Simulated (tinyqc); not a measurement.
From screening to the Mott criterion: hydrogenic impurity: series, fields, screening, photoionisation and donor-acceptor pairs. Computed by tinyqc, a small Python program. Command: `OMP_NUM_THREADS=1 python tinyqc.py 3022473 3022474 out.jsonl hydrogenic walk`. One thread of a shared host (Intel(R) Xeon(R) Processor @ 2.30GHz), about 0.01 s of CPU time with the checks.

One isotropic, parabolic band. Effective units: Ry* and a*, in which H = -nabla^2 - 2/r.

Inputs (values chosen for the exercise, for a model semiconductor): electron mass m = 0.496 m_0; dielectric constant eps = 11.5; donor density N = 4.4e+17 cm^-3.

Parts treated: screening and pairs.

Constants: Ry = 13.605693123 eV; a_0 = 0.529177210903 angstrom; h x 1 THz = 4.135667696 meV.

Method:
- Ry* = Ry m/eps^2, a* = a_0 eps/m; level n is bound by Ry*/n^2; <r> = (3/2) a* in 1s; lines 1s -> np at Ry* (1 - 1/n^2); 1 THz = 4.135667696 meV.
- Thomas-Fermi screening by N free electrons of one valley, taken as a degenerate gas (the hypothesis that all donors are ionised): q a* = sqrt(4 k_F a*/pi), k_F = (3 pi^2 N)^(1/3).
- Screened potential -(2/r) exp(-q r). Basis exp(-zeta r), zeta_k = 0.02 x 1.6^k, k = 0..23: S = 2/s^3, T = zeta_i zeta_j S, V = -2/(s + q)^2 with s = zeta_i + zeta_j; overlap eigenvalues below 1e-11 are dropped.
- First order: 1 - 2 q a*. One exponent: the maximum over zeta of 8 zeta^3/(2 zeta + q)^2 - zeta^2 (golden section on 0.01 to 1.2).

a* = 12.2692 angstrom

Binding (Ry*):

| N^(1/3) a* | N (cm^-3) | q a* | first order | one exponent | basis |
|---|---|---|---|---|---|
| 0.0019 | 3.7137e+12 | 0.08651 | 0.82698 | 0.83762 | 0.83762 |
| 0.0056 | 9.5085e+13 | 0.14852 | 0.70296 | 0.73324 | 0.73330 |
| 0.0140 | 1.4857e+15 | 0.23483 | 0.53034 | 0.60277 | 0.60305 |
| 0.0280 | 1.1886e+16 | 0.33210 | 0.33580 | 0.47429 | 0.47516 |
| 0.0470 | 5.6214e+16 | 0.43027 | 0.13946 | 0.36248 | 0.36450 |
| 0.0700 | 1.8571e+17 | 0.52510 | -0.05020 | 0.26992 | 0.27366 |
| 0.0930 | 4.3551e+17 | 0.60525 | -0.21050 | 0.20259 | 0.20830 |

What follows from these numbers?

The binding falls from 0.838 to 0.208 Ry*. First order, a constant shift of the potential, overshoots and turns negative from q a* = 0.5. One exponent loses the state at q a* = 1 (N^(1/3) a* = 0.254, the classic form of the Mott criterion); the full basis keeps it to 1.19. The dilute rows are formal, since there the electrons are bound or non-degenerate.

Extremes, crossings and ranges named in words are read from the listed rows.
